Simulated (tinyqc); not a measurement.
Worked calculation: plane-wave Kohn-Sham cycle with exchange-only LDA in a layered model solid. Computed by tinyqc, a small Python program that keeps every step. Settings: points = 16, plane-wave index or count = 3, electrons = 2, k points = 1, area = 30.0, mixing = 0.1, iteration cap = 74. Command: `OMP_NUM_THREADS=1 python tinyqc.py 28819 28820 out.jsonl` (the two numbers bound the seeds that draw the settings). One thread of a shared host (Intel(R) Xeon(R) Processor @ 2.60GHz), about 0.01 s of CPU time with the checks.

A solid whose potential varies along x alone (atomic units):
```
parameter                      value
period a                    9.300000
cross-section of the cell  30.000000
electrons per cell                 2
grid points                       16
plane waves -n..n, n               3
k points                           1
V1 in V1 cos(2 pi x/a)     -0.560000
```

Stop when sqrt(dV sum R^2) is below 1e-8, dV = a A/N.

Course of the cycle:
```
iteration  E (hartree)  norm of the residual
1           -0.9303409              1.46e-01
2           -0.9004535              1.30e-01
3           -0.8759054              1.16e-01
4           -0.8560563              1.03e-01
5           -0.8401666              9.13e-02
6           -0.8275377              8.11e-02
7           -0.8175566              7.20e-02
8           -0.8097048              6.38e-02
9           -0.8035533              5.66e-02
10          -0.7987516              5.01e-02
11          -0.7950166              4.44e-02
...                ...                   ...
64          -0.7828404              1.19e-04
65          -0.7828404              1.08e-04
66          -0.7828405              9.78e-05
67          -0.7828405              8.85e-05
68          -0.7828405              8.01e-05
69          -0.7828405              7.25e-05
70          -0.7828405              6.57e-05
71          -0.7828405              5.95e-05
72          -0.7828405              5.39e-05
73          -0.7828406              4.88e-05
74          -0.7828406              4.42e-05
```

Can the last value be used, and what does the course show?

Not by the stop rule, although the second column moves by less than 1e-07 over the last three steps. Not converged within 74 iterations: the residual falls steadily but slowly, by a factor of about 0.91 a step. Reruns (cap 100 unless said): mixing 0.5, Kerker q0 1.0: converged in 91 (E = -0.78284); mixing 0.3, Pulay depth 5: converged in 10 (E = -0.78284); the original settings with a cap of 400: converged in 160 (E = -0.78284).
